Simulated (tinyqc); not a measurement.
## True capacitance, leakage and series resistance from two frequencies

Inverse problem. A capacitance C in parallel with G and in series with Rs is measured as Cp and D = Gp/(w Cp) at two frequencies. The series reading Cs = Cp (1 + D^2) equals C + G^2/(w^2 C), and Re Z = D/(w Cp (1 + D^2)) = Rs + G/(G^2 + w^2 C^2). Find C, G and Rs.

f (Hz): [10000, 1e5]
Cp (pF): [195.065923, 194.314194]
D: [0.0139300065, 0.0632836885]

Solution. w^2 Cs = w^2 C + G^2/C is a straight line in w^2 with slope C; the intercept gives G, and the real part then gives Rs.

C = 195.1 pF
G = 0.09412 uS
Rs = 510.0 ohm

tinyqc, about 0.01 s, one thread, Intel Xeon 2.30GHz (shared host): `OMP_NUM_THREADS=1 python tinyqc.py 2022015 2022016 out.jsonl`
